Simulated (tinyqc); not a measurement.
Hall effect and magnetoresistance of several carrier groups with constant relaxation times: one step, computed by the program tinyqc.

Group 1 has charge -e and group 2 charge +e; s_i is that sign. B lies along z; mu B is formed with mu in m^2/(V s).

Task: Conductivity of each group. sigma_xx = sum n_i e mu_i/(1 + mu_i^2 B^2); sigma_xy = sum s_i n_i e mu_i^2 B/(1 + mu_i^2 B^2).

Inputs (values chosen for the exercise, for a model conductor): density n1 = 1.3e+13 1/cm^2; mobility mu1 = 100000 cm^2/(V s); density n2 = 1.3e+13 1/cm^2; mobility mu2 = 18000 cm^2/(V s); magnetic field B = 0.68 T.

Carriers: compensated semimetal. Densities: per area (a thin layer).

Constants: e = 1.602176634e-19 C.

Give: Parts (S); sigma_xx; sigma_xy; sigma at B = 0.

Result:

Parts (S):
```
group     mu B   sigma_xx   sigma_xy
group 1    6.8  0.0044090  -0.029981
group 2  1.224   0.015007   0.018369
```

sigma_xx = 0.019416 S

sigma_xy = -0.011612 S

sigma at B = 0 = 0.24577 S
